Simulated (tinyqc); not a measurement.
Transfer-length model of a contact: two steps of the calculation.

A metal contact of length d and width W on a thin layer of the same width. The metal has no resistance, the sheet resistance under it equals Rsh, and current enters the layer at the front edge x = 0.

Values chosen for this exercise:
- rc = 1.1e-8 ohm cm^2 (specific contact resistivity)
- d = 0.046 um (contact length)
- W = 0.23 um (contact width)

Task 1. Straight-line fit. Pairs of such contacts at gaps L have R_T = Rsh L/W + 2 Rc. The values of R_T were made from Rsh and rc with a random scatter of 2 % and are treated as data. Least squares: slope = sum (L - mean L)(R_T - mean R_T)/sum (L - mean L)^2, intercept = mean R_T - slope mean L. Rsh = slope W, Rc = intercept/2, and A = Rc/slope is half the distance from the origin to the zero of the line.

```
gap,L (um),R_T (ohm)
1,0.07,1232.7
2,0.13,1849.3
3,0.22,2841.6
4,0.4,4974.9
5,0.72,8161.9
```

Wanted: slope; intercept; Rsh; Rc; A.

Result 1.

slope = 10747 ohm/um
intercept = 501.91 ohm
Rsh = 2471.9 ohm/sq
Rc = 250.95 ohm
A = 0.023350 um

Task 2. Contact resistivity. rc = Rsh Lt^2. Short cuts: Rsh A^2 (long contact, Lt = A) and Rc W d (short contact, even current).

Rsh = 2471.8835 ohm/sq
Rc = 250.95279 ohm
A = 0.023350268 um
converged Lt = 0.022570797 um

Wanted: rc; Rsh A^2; Rc W d.

Result 2.

rc = 1.259e-8 ohm cm^2
Rsh A^2 = 1.348e-8 ohm cm^2
Rc W d = 2.655e-8 ohm cm^2

The extracted rc is 14 % above the value 1.1e-8 ohm cm^2 that made the data.

Computed by the program tinyqc: `OMP_NUM_THREADS=1 python tinyqc.py 2760161 2760162 out.jsonl`, one thread of a shared Intel Xeon 2.30GHz, about 0.01 s for the whole run.
